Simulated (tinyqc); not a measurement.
# Permittivity of the insulator from five potentials

Problem. A node lies on a semiconductor-insulator interface. Steps: hs = tb/2 down into the semiconductor, ho = tox/1 up into the insulator, hy = L/4 sideways. The flux balance of its box reads eox (hy/ho)(above - node) + eps_r (hy/hs)(below - node) + [(eps_r hs + eox ho)/(2 hy)](left + right - 2 node) - q Na (hs/2) hy/eps0 = 0. Find eox.

Parameters, values chosen for the exercise; semiconductor permittivity close to that of silicon: relative permittivity of the semiconductor eps_r = 11.9; body thickness tb = 6 nm; insulator thickness tox = 2.9 nm; channel length L = 33 nm; acceptor density of the depleted body Na = 0 cm^-3.

Constants: q = 1.602176634e-19 C, eps0 = 8.8541878128e-14 F/cm where lengths are in cm. Results are converted to the units shown.

psi (V): node 0.22358376, above 0.12, below 0.27040839, left 0.56, right 0.18613409

Solution. The balance is linear in eox.

eox = 9.000

Computed by the program tinyqc: `OMP_NUM_THREADS=1 python tinyqc.py 2480135 2480136 out.jsonl`, one thread of a shared Intel Xeon 2.30GHz, about 0.2 s for the whole run.
